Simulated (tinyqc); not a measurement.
Worked calculation: tight binding, honeycomb lattice. Computed by tinyqc, a small Python program that keeps every step. Settings: t1 = 1.61, t2 = 0.27, phi = -0.76, delta = 1.49, points = 7. Command: `OMP_NUM_THREADS=1 python tinyqc.py 26183 26184 out.jsonl` (the two numbers bound the seeds that draw the settings). One thread of a shared host (Intel(R) Xeon(R) Processor @ 2.60GHz), about 0.01 s of CPU time with the checks.

## Bloch Hamiltonian at k

Parameters chosen for this model:
```
parameter      value                        unit
t1          1.610000                 eV, nearest
t2          0.270000       eV, second neighbours
phi        -0.760000  rad, phase of t2 (Haldane)
delta       1.490000          eV, +/- on A and B
```

k point k (fractions of the reciprocal vectors): [0.430000, 0.470000]

H_AB = -t1 (1 + exp(-i k.a1) + exp(-i k.a2)); H_AA = delta - 2 t2 sum cos(k.b + phi), H_BB = -delta - 2 t2 sum cos(k.b - phi), b = a1, a2 - a1, -a2.

H(k) at k (eV), order A, B:
$$\begin{pmatrix}
1.668318 & 1.428254+0.987189i \\
1.428254-0.987189i & -0.949271
\end{pmatrix}$$

## Levels at k

Diagonalise the Hermitian matrix.

eigenvalues (eV): [-1.814734, 2.533781]

weights |c|^2 of the basis functions, order A, B:
$$\begin{pmatrix}
0.199025 & 0.800975 \\
0.800975 & 0.199025
\end{pmatrix}$$

## Bloch Hamiltonian at K

k point K (fractions of the reciprocal vectors): [0.333333, 0.666667]

As before.

H(k) at K (eV), order A, B:
$$\begin{pmatrix}
1.110587 & 0.000000 \\
0.000000 & 0.063647
\end{pmatrix}$$

## Levels at K

As before.

eigenvalues (eV): [0.063647, 1.110587]

weights |c|^2 of the basis functions, order A, B:
$$\begin{pmatrix}
0.000000 & 1.000000 \\
1.000000 & 0.000000
\end{pmatrix}$$

## Bands along a path

The same steps at evenly spaced points between the labelled ones.

Bands along the path (eV):
```
k             band 1    band 2
G          -6.228836  3.880368
G-K 0.20   -5.758266  3.804167
G-K 0.40   -4.467945  3.502151
G-K 0.60   -2.716000  2.865506
G-K 0.80   -0.975492  1.904863
K           0.063647  1.110587
K-M 0.20   -0.221524  1.350972
K-M 0.40   -0.703570  1.728298
K-M 0.60   -1.160130  2.066608
K-M 0.80   -1.534101  2.350389
M          -1.802261  2.585084
M-K' 0.20  -1.957467  2.773756
M-K' 0.40  -2.007316  2.913794
M-K' 0.60  -1.976351  3.001080
M-K' 0.80  -1.908877  3.038326
K'         -1.869413  3.043647
```

With 1 band(s) filled, the highest filled level on these points lies at K and the lowest empty one at K: a gap of 1.0469 eV, direct.

## Chern number of the lower band

On a 7 x 7 mesh, the phase of the product of overlaps around each plaquette (k1 then k2); the sum over 2 pi is an integer.

plaquette phases (rad):
$$\begin{pmatrix}
0.000000 & -0.015274 & -0.041932 & 0.015791 & 0.064875 & 0.013616 & 0.005326 \\
0.017522 & 0.016525 & -0.003772 & -0.113105 & -0.079264 & 0.016100 & 0.013616 \\
0.059282 & 0.061575 & 0.064840 & -0.026171 & -1.077165 & -0.079264 & 0.064875 \\
0.095922 & 0.128378 & 0.147174 & 0.135536 & -0.026171 & -0.113105 & 0.015791 \\
-0.023858 & 0.070674 & 0.163732 & 0.147174 & 0.064840 & -0.003772 & -0.041932 \\
-0.044581 & -0.040361 & 0.070674 & 0.128378 & 0.061575 & 0.016525 & -0.015274 \\
-0.019602 & -0.044581 & -0.023858 & 0.095922 & 0.059282 & 0.017522 & 0.000000
\end{pmatrix}$$

Chern number = 0.000000
